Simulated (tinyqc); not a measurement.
Worked calculation: Hueckel theory of the pi electrons, for the molecule Clc1cccc2ocnc12 (SMILES; centres numbered as the heavy atoms are written). Computed by tinyqc, a small Python program that keeps every step. Settings: charge = 0. Command: `OMP_NUM_THREADS=1 python tinyqc.py 30989 30990 out.jsonl` (the two numbers bound the seeds that draw the settings). One thread of a shared host (Intel(R) Xeon(R) Processor @ 2.60GHz), about 0.01 s of CPU time with the checks.

## The Hueckel matrix

Centres:
```
centre  z_r, pi electrons of the neutral centre         h
1Cl                                           2  2.000000
2C                                            1  0.000000
3C                                            1  0.000000
4C                                            1  0.000000
5C                                            1  0.000000
6C                                            1  0.000000
7O                                            2  2.000000
8C                                            1  0.000000
9N                                            1  0.500000
10C                                           1  0.000000
```

Bonds:
```
i    j         k
1    2  0.400000
2    3         1
3    4         1
4    5         1
5    6         1
6    7  0.800000
7    8  0.800000
8    9         1
9   10  1.000000
10   2         1
10   6         1
```

H_rr = alpha + h_r beta, H_rs = k_rs beta for bonded centres.

Hueckel matrix in units of beta (H = alpha + beta A), lower triangle:
```
          1Cl        2C        3C        4C        5C        6C        7O        8C
1Cl  2.000000
2C   0.400000  0.000000
3C   0.000000  1.000000  0.000000
4C   0.000000  0.000000  1.000000  0.000000
5C   0.000000  0.000000  0.000000  1.000000  0.000000
6C   0.000000  0.000000  0.000000  0.000000  1.000000  0.000000
7O   0.000000  0.000000  0.000000  0.000000  0.000000  0.800000  2.000000
8C   0.000000  0.000000  0.000000  0.000000  0.000000  0.000000  0.800000  0.000000
9N   0.000000  0.000000  0.000000  0.000000  0.000000  0.000000  0.000000  1.000000
10C  0.000000  1.000000  0.000000  0.000000  0.000000  1.000000  0.000000  0.000000

           9N       10C
9N   0.500000
10C  1.000000  0.000000
```

## Orbitals

pi electrons, sum of z_r less the charge = 12

Diagonalise; E = alpha + x beta with beta < 0, so the largest x are filled first; degenerate levels share their electrons. P = sum n_i c_ri c_si; each orbital has its largest coefficient positive (the first on a tie).

x values: 2.752977  2.168112  1.808644  1.508488  0.875753  0.697639  -0.771039  -1.090909  -1.327743  -2.121921

occupations: 2.000000  2.000000  2.000000  2.000000  2.000000  2.000000  0.000000  0.000000  0.000000  0.000000

coefficients:
```
          MO1        MO2        MO3        MO4        MO5        MO6        MO7        MO8
1Cl  0.078544   0.819540   0.530917  -0.029784  -0.120057  -0.131542  -0.056257   0.052615
2C   0.147855   0.344437  -0.253986   0.036598   0.337435   0.428288   0.389729  -0.406572
3C   0.088032   0.219919  -0.320130  -0.254031   0.541348   0.003876  -0.047447   0.544795
4C   0.094496   0.132373  -0.325016  -0.419802   0.136652  -0.425584  -0.353146  -0.187750
5C   0.172113   0.067080  -0.267708  -0.379234  -0.421675  -0.300780   0.319736  -0.339977
6C   0.379327   0.013064  -0.159172  -0.152269  -0.505935   0.215748   0.106617   0.558634
7O   0.730716  -0.297246   0.414286  -0.214519   0.220520   0.129704  -0.214244  -0.183917
8C   0.308439  -0.075528   0.060076   0.284067   0.196036  -0.426900   0.635481   0.151955
9N   0.264553   0.074044  -0.222773   0.600127  -0.004738  -0.401585  -0.318586  -0.018635
10C  0.287592   0.199042  -0.351606   0.321153  -0.197816   0.347531  -0.230546  -0.122308

           MO9       MO10
1Cl   0.015874   0.039026
2C   -0.132060  -0.402159
3C   -0.255835   0.345388
4C    0.471742  -0.330728
5C   -0.370518   0.356390
6C    0.020211  -0.425504
7O   -0.101429   0.067682
8C    0.401700   0.076780
9N   -0.452212  -0.217066
10C   0.424827   0.492351
```

charge and bond-order matrix P, lower triangle:
```
           1Cl         2C         3C         4C         5C         6C         7O         8C
1Cl   1.984583
2C    0.122216   1.007277
3C   -0.081504   0.690211   1.032405
4C   -0.009140  -0.018820   0.640894   1.016232
5C    0.055697  -0.336881  -0.034992   0.683480   1.035773
6C   -0.014219   0.034244  -0.294295  -0.015451   0.629935   0.990197
7O   -0.006815   0.045092   0.081413  -0.079914  -0.111457   0.312867   1.810811
8C    0.036765  -0.203918   0.047235   0.177682  -0.060103  -0.256177   0.399285   0.811631
9N   -0.002585  -0.060857  -0.091366   0.051063   0.010671  -0.077693  -0.205716   0.807213
10C  -0.064986   0.588459  -0.011345  -0.283909   0.028138   0.587634  -0.124243  -0.086725

           9N       10C
9N   1.293086
10C  0.446512  1.018004
```

## Energy, charges, bond orders

E = sum n x; q_r = z_r - P_rr; bond order p = P_rs; free valence = sqrt(3) - sum of p over the bonds of the atom.

pi energy = 12 alpha + this times beta = 19.623225

pi charges: 1Cl 0.015417, 2C -0.007277, 3C -0.032405, 4C -0.016232, 5C -0.035773, 6C 0.009803, 7O 0.189189, 8C 0.188369, 9N -0.293086, 10C -0.018004

Bond orders and lengths from R = 1.517 - 0.180 p (angstrom, C-C alone):
```
bond         p         R
1-2   0.122216         -
2-3   0.690211  1.392762
3-4   0.640894  1.401639
4-5   0.683480  1.393974
5-6   0.629935  1.403612
6-7   0.312867         -
7-8   0.399285         -
8-9   0.807213         -
9-10  0.446512         -
10-2  0.588459  1.411077
10-6  0.587634  1.411226
```

free valence of the carbons: 2C 0.331165, 3C 0.400945, 4C 0.407676, 5C 0.418635, 6C 0.201615, 8C 0.525553, 10C 0.109446

gap between the highest filled and the next level = 1.468678 |beta|
